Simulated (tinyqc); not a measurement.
# Gate-all-around wire, scale length and short-channel effects: effect of the drain voltage

A round wire of diameter ts in an insulator shell of thickness ti under a surrounding gate. Below threshold the potential that source and drain add obeys Laplace's equation and vanishes on the gate. Its lowest mode decays along the channel as exp(-k y); k is the smallest positive root of the matching condition at the interface, and the scale length is Lambda = pi/k.

k is the smallest positive root of f(k) = ei J0(u)[J1(u) Y0(v) - Y1(u) J0(v)] - eps_r J1(u)[J0(u) Y0(v) - Y0(u) J0(v)], u = k ts/2, v = u + k ti. Along the channel psi(y) = s + a exp(y/l) + b exp(-y/l) with psi(0) = Vbi, psi(L) = Vbi + Vds and l = 1/k = Lambda/pi; with A = Vbi - s, B = A + Vds, x = exp(-L/l): a = (B - A x) x/(1 - x^2), b = (A - B x)/(1 - x^2). The minimum is s + 2 sqrt(a b), at y = (l/2) ln(b/a). The long-channel potential follows the gate as s = sT + (Vg - VTL)/m, and the threshold VT is the gate voltage at which the minimum equals sT. Swing = m Vt ln 10/g at threshold, g = d(minimum)/ds = 1 - (b x + a)/((1 + x) sqrt(a b)). DIBL = [VT(0.05 V) - VT(Vds)]/(Vds - 0.05 V). sT and Vbi are held fixed; m = 1.

Parameters, values chosen for the exercise; permittivities: semiconductor close to that of silicon, insulator close to that of aluminium oxide: temperature T = 300 K; relative permittivity of the semiconductor eps_r = 11.7; relative permittivity of the insulator ei = 8.86; insulator thickness ti = 5 nm; wire diameter ts = 9.1 nm; channel length L = 42 nm; potential of the source Vbi = 0.94 V; potential of the barrier top at threshold sT = 0.42 V.

Constants: q = 1.602176634e-19 C, kB = 1.380649e-23 J/K, Vt = kB T/q. Results are converted to the units shown.

The same in every row: Lambda (nm) = 13.429; L/Lambda = 3.1276.

Effect of the drain voltage:
```
Vds (V)  VT - VTL at Vds (mV)  DIBL (mV/V)  swing (mV/decade)
0.2                   -9.1316       6.7209             60.426
0.35                  -10.041       6.3910             60.444
0.5                   -10.876       6.1161             60.465
0.65                  -11.652       5.8815             60.488
0.8                   -12.382       5.6776             60.511
0.95                  -13.071       5.4978             60.535
1.1                   -13.728       5.3374             60.560
```

Read the table: what changes, and by how much?

As Vds goes from 0.2 to 1.1 V, Lambda stays at 13.4 nm, DIBL falls from 6.72 to 5.34 mV/V and the swing stays near 60.5 mV a decade.

Numbers from tinyqc (`OMP_NUM_THREADS=1 python tinyqc.py 2420064 2420065 out.jsonl`; about 0.01 s on one thread of a shared Intel Xeon 2.30GHz).
